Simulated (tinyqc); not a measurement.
Rigid-ion and shell models of the dielectric response of an ionic crystal: one step, computed by the program tinyqc.

Charges +Z and -Z; 8 nearest neighbours, Madelung constant M = 1.762675, volume per ion pair Omega = 1.539601 d^3. Energy per pair U = -M Z^2 e2/d + 8 A exp(-d/rho), e2 = e^2/(4 pi eps_0). In the shell model the anion is a core of charge Y - Z and a massless shell of charge -Y, joined by the spring k; the repulsion acts on the shell. Each ion feels the Lorentz field E + (4 pi/3) P (Gaussian units).

Question. Rigid ions. With C = 4 pi Z^2 e2/(3 Omega): mu lambda_TO = R - C, mu lambda_LO = R + 2 C; eps_inf = 1 and eps_s = lambda_LO/lambda_TO. lambda in eV/(angstrom^2 u) gives the wavenumber 15.6333042 x 33.35640952 x sqrt(lambda); mu is the reduced mass.

Inputs (values chosen for the exercise, for a model crystal): ionic charge Z = 1 e; cation mass = 55.6 u; anion mass = 19 u.

Structure: caesium chloride.

volume Omega = 29.30501 angstrom^3

repulsive spring R = 3.400403 eV/angstrom^2

Constants: e^2/(4 pi eps_0) = 14.39964548 eV angstrom; nu for 1 eV/(angstrom^2 u) = 15.6333042 THz; 1 THz = 33.35640952 1/cm.

Give: Coulomb spring C; omega_TO, rigid ions; omega_LO, rigid ions; eps_s, rigid ions.

Answer.

Coulomb spring C = 2.058 eV/angstrom^2

omega_TO, rigid ions = 160.5 1/cm

omega_LO, rigid ions = 379.9 1/cm

eps_s, rigid ions = 5.601
